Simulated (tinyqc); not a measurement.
Inside a calculation: k.p theory built from an empirical-pseudopotential calculation at Gamma. Values are carried at full precision from step to step, so a last printed digit may differ when a step is redone from the rounded ones.

Empirical pseudopotential on the fcc lattice, atoms at +/- tau, tau = a (1,1,1)/8, no spin-orbit coupling. H(G,G') = c (2 pi/a)^2 |k + G|^2 delta + VS(q) cos(q.tau) + i VA(q) sin(q.tau), q = G - G', c = hbar^2/2m0; k and G in units of 2 pi/a; VS at |q|^2 = 3, 8, 11 and VA at 3, 4, 11, in rydberg, zero elsewhere. The basis is fixed: all 65 G with |G|^2 up to Gcut. Energies are counted from the fourth level at Gamma.

Constants: hbar^2/2m0 = 3.80998211 eV angstrom^2; Ry = 13.60569312 eV.

Inputs chosen for the exercise (near those of GaP; shifted at random, so the results belong to these values and not to a real crystal):
- a = 5.44 angstrom (lattice constant)
- VS = (-0.225, 0.032, 0.071) Ry (symmetric form factors)
- VA = (0.118, 0.069, 0.018) Ry (antisymmetric form factors)
- Gcut = 16 (2 pi/a)^2 (largest |G|^2 of the fixed basis)

## Levels at Gamma

Diagonalise H at k = 0 and group equal levels.

Multiplets at Gamma:
```
multiplet  degeneracy    E (eV)
1                   1  -13.0347
2                   3    0.0000
3                   1    2.8322
4                   3    5.1674
5                   2    9.1352
6                   1    9.8713
7                   3   13.8780
8                   1   16.4045
9                   3   29.0831
```

The lowest empty multiplet is a singlet at 2.832 eV; the lowest empty singlet (s-like) is multiplet 3.

## Mass of the s-like conduction level (multiplet 3)

For a multiplet A of d_A states, W(B) = (4 c/(3 d_A)) sum over n in A, m in B and i = x, y, z of |<n|G_i|m>|^2 (G in 1/angstrom, <n|G_i|m> = sum_G c_n(G)* G_i c_m(G)); the mean inverse mass of A is 1 + sum_B W(B)/(E_A - E_B). Multiplets with W = 0 are left out.

List the couplings (the first eight at most); W to the valence triplet is the Kane energy Ep.

Couplings:
```
multiplet B  degeneracy  E_B (eV)   W (eV)  W/(E_A - E_B)
2                     3    0.0000  18.6832         6.5967
4                     3    5.1674   0.0831        -0.0356
7                     3   13.8780   0.2262        -0.0205
11                    3   30.1913   0.2694        -0.0098
12                    3   31.3547   0.4128        -0.0145
15                    3   45.1025   0.0162        -0.0004
17                    3   45.8020   0.0030        -0.0001
19                    3   47.2816   0.0175        -0.0004
```

sum over the higher multiplets = -0.0027
1/m = 7.5127

Ep = 18.68 eV. The valence triplet gives 6.60, all other levels together -0.08; m = 0.1331, against 0.1316 for two levels alone.

## Valence parameters

Fold all other levels onto the valence triplet: D(u) = c + 4 c^2 sum_m <n|u.G|m><m|u.G|n'>/(0 - E_m), in units of c. Along [100] its eigenvalues are L (once) and M (twice); along [111] (L + 2M + 2N)/3 (once) and (L + 2M - N)/3 (twice). Then g1 = -(L + 2M)/3, g2 = -(L - M)/6, g3 = -N/6.

eigenvalues along [100]: [-6.986, -2.039, -2.039]

eigenvalues along [111]: [-9.400, -0.832, -0.832]

L, M, N: [-6.986, -2.039, -8.568]

g1, g2, g3: [3.688, 0.825, 1.428]

With spin-orbit coupling added at fixed g1, g2, g3 and large against the hole energy these give heavy and light masses along [100] of 0.490 and 0.187. The s-like level alone adds Ep/(3E) = 2.20 to g1. Local form factors fix Ep and the gap only roughly, so these values can lie far from measured ones.

## Checks

- 1/m of the s-like level from the sum against the curvature of the band: both 7.513.
- L and M against the curvatures along [100]: largest relative difference 5.6e-07.

tinyqc: `OMP_NUM_THREADS=1 python tinyqc.py 1080901 1080902 out.jsonl`; about 0.3 s, one thread, shared Intel(R) Xeon(R) Processor @ 2.30GHz.
